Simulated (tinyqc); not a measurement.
Plane-wave Kohn-Sham cycle with exchange-only LDA in a layered model solid, step by step. One step of it, computed by the program tinyqc.

Question. Iteration 1: potential. V_H(G) = 4 pi rho(G)/G^2 for G != 0 (uniform background); v_x = -(3 rho/pi)^(1/3); V = V_ext + V_H + v_x; Fourier components f(G_m) = (1/N) sum_j f(x_j) exp(-i G_m x_j).

A solid whose potential varies along x alone (atomic units):
```
parameter                      value
period a                   16.000000
cross-section of the cell  13.000000
electrons per cell                 2
grid points                       16
plane waves -n..n, n               3
k points                           1
V1 in V1 cos(2 pi x/a)     -0.420000
V2 in V2 cos(4 pi x/a)     -0.010000
```

density at the start, on the grid x_j = j a/N (e/bohr^3): 0.00961538  0.00961538  0.00961538  0.00961538  0.00961538  0.00961538  0.00961538  0.00961538  0.00961538  0.00961538  0.00961538  0.00961538  0.00961538  0.00961538  0.00961538  0.00961538

Give: Potentials on the grid; V(G_m), m = 0, 1, 2, ....

Answer.

Potentials on the grid (hartree):
```
x          V_ext     V_H      v_x        V
0.0000   -0.4300  0.0000  -0.2094  -0.6394
1.0000   -0.3951  0.0000  -0.2094  -0.6045
2.0000   -0.2970  0.0000  -0.2094  -0.5064
3.0000   -0.1537  0.0000  -0.2094  -0.3631
4.0000    0.0100  0.0000  -0.2094  -0.1994
5.0000    0.1678  0.0000  -0.2094  -0.0416
6.0000    0.2970  0.0000  -0.2094   0.0876
7.0000    0.3810  0.0000  -0.2094   0.1716
8.0000    0.4100  0.0000  -0.2094   0.2006
9.0000    0.3810  0.0000  -0.2094   0.1716
10.0000   0.2970  0.0000  -0.2094   0.0876
11.0000   0.1678  0.0000  -0.2094  -0.0416
12.0000   0.0100  0.0000  -0.2094  -0.1994
13.0000  -0.1537  0.0000  -0.2094  -0.3631
14.0000  -0.2970  0.0000  -0.2094  -0.5064
15.0000  -0.3951  0.0000  -0.2094  -0.6045
```

V(G_m), m = 0, 1, 2, ... (hartree): -0.2094  -0.2100  -0.0050  0.0000  0.0000  0.0000  0.0000
